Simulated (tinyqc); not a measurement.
## MOSFET in saturation, small-signal circuit and noise: effect of the gate length on speed and noise

Bias by the inversion coefficient IC = I/Ispec (charge-based model with velocity saturation; weak inversion below 0.1, strong above 10). Common-source circuit: gm, gds, Cgs, Cgd and Cj at the inner nodes, Rg in series with the gate; quasi-static, no source or drain resistance, no gate-body capacitance, no substrate network, no induced gate noise, so fmax is an upper estimate.

Ispec = 2 n mu Cox (W/L) Vt^2, lc = Ls/L, gms = [sqrt((lc IC + 1)^2 + 4 IC) - 1]/[2 + lc (lc IC + 1)], gm = gms Ispec/(n Vt), gds = sg gm. qs = [sqrt(1 + 4 IC) - 1]/2, Cgs = Cox W L qs (2 qs + 3)/(3 (qs + 1)^2) + Cov W, Cgd = Cov W, Cd = Cj W, Rg = Rsh (Wf/L)/(12 Nf) + Rc/W with Nf = W/Wf fingers (not rounded) contacted at both ends. fT = gm/(2 pi (Cgs + Cgd)), fmax = fT/(2 sqrt(Rg (gds + 2 pi fT Cgd))). Channel noise Sid = 4 kB T gam n gm with gam = (1/2 + (2/3) qs)/(1 + qs) + gw lc IC, qs = [sqrt(1 + 4 IC) - 1]/2, lc = Ls/L (the last term an empirical rise with velocity saturation); at the gate, white noise Sw = Sid/gm^2 + 4 kB T Rg. Number fluctuation with correlated mobility: S(f) = K/f, K = q^2 Vt lt Nt/(W L Cox^2) (1 + ac mu Cox I/gm)^2, Vt in eV with Nt per eV. Corner fc = K/Sw. IC is held fixed, and so is sg.

Values chosen for this exercise: temperature T = 300 K; total gate width W = 10 um; gate capacitance Cox = 1.29 uF/cm^2; mobility mu = 150 cm^2/(V s); slope factor n = 1.18; velocity-saturation length Ls = 15 nm; ratio gds/gm sg = 0.034; overlap and fringe capacitance per side Cov = 0.24 fF/um; drain junction capacitance Cj = 0.73 fF/um; sheet resistance of the gate Rsh = 8 ohm; finger width Wf = 2 um; gate contact and vertical resistance Rc = 50 ohm um; inversion coefficient IC = 1.7; short-channel excess of the noise factor gw = 0.1; oxide trap density Nt = 9.9e16 cm^-3 eV^-1; tunnelling length into the oxide lt = 0.1 nm; Coulomb scattering coefficient ac = 10000 V s/C.

Constants: q = 1.602176634e-19 C, kB = 1.380649e-23 J/K, Vt = kB T/q. Results are converted to the units shown.

Result of one run:

| I (uA) | Rg (ohm) | fT (GHz) | fmax (GHz) | sqrt(Sw) (nV/Hz^0.5) | fc (MHz) |
|---|---|---|---|---|---|
| 25.94 | 6.333 | 4.665 | 100.3 | 5.127 | 0.9315 |

Which gate length L gave this result: 20, 130, 200 or 320 nm?

L = 200 nm.

The whole series:

| L (nm) | I (uA) | Rg (ohm) | fT (GHz) | fmax (GHz) | sqrt(Sw) (nV/Hz^0.5) | fc (MHz) |
|---|---|---|---|---|---|---|
| 20 | 259.4 | 18.33 | 90.70 | 275.3 | 2.112 | 58.63 |
| 32 | 162.1 | 13.33 | 58.87 | 259.0 | 2.371 | 28.10 |
| 50 | 103.8 | 10.33 | 35.47 | 227.0 | 2.769 | 12.97 |
| 79 | 65.68 | 8.376 | 19.45 | 184.9 | 3.343 | 5.583 |
| 130 | 39.91 | 7.051 | 9.328 | 137.3 | 4.184 | 2.156 |
| 200 | 25.94 | 6.333 | 4.665 | 100.3 | 5.127 | 0.9315 |
| 320 | 16.21 | 5.833 | 2.082 | 67.45 | 6.433 | 0.3693 |
| 500 | 10.38 | 5.533 | 0.9315 | 44.15 | 8.004 | 0.1525 |

As L goes from 20 to 500 nm, fT falls from 90.7 to 0.932 GHz, fmax falls from 275 to 44.1 GHz, the white noise rises from 2.11 to 8.00 nV/Hz^0.5 and the corner falls from 58.6 to 0.153 MHz. fT goes as L^(-0.92) between the first two rows and L^(-1.80) between the last two; with no overlap and no velocity saturation it would go as 1/L^2. For L = 32 to 500 nm fmax exceeds 4 fT, where channel resistance and substrate losses, left out here, would cap it.

tinyqc, about 0.01 s, one thread, Intel Xeon 2.30GHz (shared host): `OMP_NUM_THREADS=1 python tinyqc.py 2150021 2150022 out.jsonl`
